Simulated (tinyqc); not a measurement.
From results back to parameters: recursion (Haydock) method for the local density of states: impurity site of a square lattice. Two cases, with inputs chosen for the exercise.

Problem. A local density has moments mu1 = a0, mu2 = a0^2 + b1^2 and, for a1 = a2 = 0, mu4 = a0^4 + 3 a0^2 b1^2 + b1^4 + b1^2 b2^2; b1^2 = (number of neighbours) t^2. The moments come from a hidden site.

Case 1.

Values chosen: t = 1.4 eV (hopping).

mu1, mu2, mu4 (eV^n): 0.40000  8.00000  142.08640

Case 2.

Values chosen: t = 1.24 eV (hopping).

mu1, mu2, mu4 (eV^n): -5.50000  36.40040  1558.32300

Find: a0, b1, b2; neighbours.

Solution. Take the moments in turn: mu1 gives a0, mu2 gives b1, mu4 gives b2.

Case 1.

a0, b1, b2 (eV): 0.400  2.800  3.130

neighbours = 4

Case 2.

a0, b1, b2 (eV): -5.500  2.480  2.773

neighbours = 4

Computed by tinyqc, one run a case: `OMP_NUM_THREADS=1 python tinyqc.py N N+1 out.jsonl` with N = 1450357, 1450756; one thread of a shared Intel(R) Xeon(R) Processor @ 2.30GHz, about 0.01 s a run at most.
